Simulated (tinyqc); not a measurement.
# From peak temperature back to power per gate width P

Model: self-heating of a transistor with one or more fingers, with temperature-dependent conductivity. Computed by tinyqc, a small Python program. Command: `OMP_NUM_THREADS=1 python tinyqc.py 3019962 3019963 out.jsonl selfheat inv`. One thread of a shared host (Intel(R) Xeon(R) Processor @ 2.30GHz), about 0.1 s of CPU time with the checks.

N long parallel fingers lie on the top face of a slab whose bottom is held at T_0; the top is otherwise insulated, and heat flows in two dimensions. P in W/mm is 1000 P in W/m.

Inputs (values chosen for the exercise, modelled on gallium arsenide): conductivity at the base temperature kappa_0 = 41.7 W/(m K); exponent m in kappa ~ T^-m = 1.2; base temperature T_0 = 323 K; fingers N = 4; finger pitch s = 59 micrometre; width of the heat source w = 1.1 micrometre; substrate thickness t = 180 micrometre.

Power: fixed power.

Method:
- A line source of power P on the top face raises the top at distance x by (P/(pi kappa_0)) g(x), g(x) = -ln tanh(pi x/(4 t)) (the image sum for the slab). On a strip of width w the centre sees the mean of g over the strip, g_0 = 1 + ln(8 t/(pi w)) for w much below t.
- theta_i = (P/(pi kappa_0)) [g_0 + sum over j != i of g(|i - j| s)], with equal powers and constant conductivity; thermal resistance = largest theta/P.
- Kirchhoff transformation for kappa = kappa_0 (T/T_0)^-m: T = T_0 [1 - (m - 1) theta/T_0]^(-1/(m - 1)), where theta is the linear rise.
- The bracket vanishes at the power P T_0/((m - 1) theta).

Task: A run gave the result below. Find the power per gate width P, known to lie between 0.14 and 0.3 W/mm.

peak temperature = 339.8434 K

Result:

Each step takes the trial c = (a f_b - b f_a)/(f_b - f_a), f being the result less the target and a, b, c the logarithms of the listed values; c replaces end b, the old b replaces a if the sign of f changed, and otherwise f_a is halved.

Scan of the range:
```
power per gate width P (W/mm)  peak temperature (K)
0.140                                       334.500
0.159                                       336.098
0.180                                       337.875
0.205                                       340.006
0.233                                       342.411
0.264                                       345.098
0.300                                       348.250
```

False position (Illinois rule, in the logarithm of the input) inside the bracket:
```
step     end a     end b     trial  peak temperature (K)
1     0.180000  0.205000  0.202977               339.833
2     0.205000  0.202977  0.203099               339.843
3     0.205000  0.203099  0.203101               339.843
4     0.203099  0.203101  0.203100               339.843
```

Peak temperature rises at every point of a 13-point scan of the range (every second point is shown), so one value fits; it is bracketed by 0.180 and 0.205. Answer: power per gate width P = 0.2031 W/mm.
